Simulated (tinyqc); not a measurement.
# Voltage drop against the pad pitch

A grid of 25 by 25 nodes with segments Rx (rows) and Ry (columns); every node draws I1 and the central node kh I1; pads with resistance Rp sit at the nodes whose row and column are multiples of the pitch, counting from 0. The drops u = Vdd - V follow from G u = i, with G the conductance matrix and i the load currents, solved directly.

Parameters, values chosen for the exercise:
```
symbol  value  unit                                   meaning
Vdd       0.7     V                            supply voltage
Rx       0.35   ohm        resistance of a horizontal segment
Ry        1.2   ohm          resistance of a vertical segment
Rp       0.29   ohm  resistance from a pad node to the supply
kh          1              factor on the load at the hot node
I1       0.28    mA  load current of a node in the large grid
```

Voltage drop against the pad pitch:

| pitch (nodes) | pads | worst drop (mV) | mean drop (mV) | largest drop at a pad (mV) | largest pad current (mA) | worst drop over Vdd (%) |
|---|---|---|---|---|---|---|
| 1 | 625 | 0.08120 | 0.08120 | 0.08120 | 0.2800 | 0.01160 |
| 2 | 169 | 0.5412 | 0.4251 | 0.3245 | 1.119 | 0.07731 |
| 3 | 81 | 1.228 | 1.011 | 0.7241 | 2.497 | 0.1755 |
| 4 | 49 | 2.302 | 1.838 | 1.264 | 4.357 | 0.3289 |
| 6 | 25 | 5.174 | 4.174 | 2.680 | 9.240 | 0.7391 |
| 8 | 16 | 9.098 | 7.339 | 4.299 | 14.83 | 1.300 |
| 12 | 9 | 18.29 | 15.81 | 8.627 | 29.75 | 2.613 |
| 24 | 4 | 63.47 | 54.62 | 12.69 | 43.75 | 9.067 |

The worst drop goes from 0.0812 to 63.5 mV while the number of pads falls from 625 to 4; between the last two rows it goes as pitch^(1.79). The largest drop at a pad is 100 % of the worst drop in the first row and 20.0 % in the last; the rest falls along the wires.

Computed by the program tinyqc: `OMP_NUM_THREADS=1 python tinyqc.py 2770219 2770220 out.jsonl`, one thread of a shared Intel Xeon 2.30GHz, about 0.3 s for the whole run.
